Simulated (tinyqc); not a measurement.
Two-valley model of the transferred-electron effect: one step, computed by the program tinyqc. Command: `OMP_NUM_THREADS=1 python tinyqc.py 3029862 3029863 out.jsonl gunn walk`. One thread of a shared host (Intel(R) Xeon(R) Processor @ 2.30GHz), about 0.01 s of CPU time with the checks.

Both kinds of valley share one electron temperature T_e, and each has a constant mobility.

Question. Equilibrium. Density-of-states ratio R = Z (m2/m1)^(3/2); n2/n1 = R exp(-dE/(k_B T_e)); mean mobility mu = (mu1 + mu2 n2/n1)/(1 + n2/n1); energy balance e mu F^2 = (3/2) k_B (T_e - T)/tau_E; v = mu F.

Inputs (values chosen for the exercise, modelled on In0.53Ga0.47As): central-valley mass m1 = 0.043 m_0; satellite-valley mass m2 = 0.27 m_0; satellite valleys Z = 4; valley separation dE = 0.58 eV; central-valley mobility mu1 = 11000 cm^2/(V s); satellite-valley mobility mu2 = 180 cm^2/(V s); lattice temperature T = 500 K.

Solver: damped fixed point.

Constants: k_B = 8.617333262e-05 eV/K.

Give: R; n2/n1 without field; low-field mobility.

Answer.

R = 62.94

n2/n1 without field = 8.969e-05

low-field mobility = 10999 cm^2/(V s)

dE is 13.5 k_B T, so the satellites are empty without field.
